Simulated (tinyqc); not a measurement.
## Slope factor and drain-induced lowering from three currents

Question. With source and body at 0 V, I = A exp((Vg + dd Vd)/(nf Vt)) (1 - exp(-Vd/Vt)). Find nf, the swing nf Vt ln 10 and dd.

Values chosen for this exercise: temperature T = 330 K.

Constants: q = 1.602176634e-19 C, kB = 1.380649e-23 J/K, Vt = kB T/q. Results are converted to the units shown.

currents at (Vg, Vd) = (0, 0.05), (0, 0.8) and (0.12, 0.8) V (nA/um): [9.3744863e-4, 0.0042344782, 0.14256254]

Solution. The pair at equal Vd gives nf; the pair at equal Vg, after dividing out the factors 1 - exp(-Vd/Vt), gives dd.

nf = 1.20
swing = 78.6 mV/decade
dd = 0.0600

tinyqc, about 0.03 s, one thread, Intel Xeon 2.30GHz (shared host): `OMP_NUM_THREADS=1 python tinyqc.py 2242182 2242183 out.jsonl`
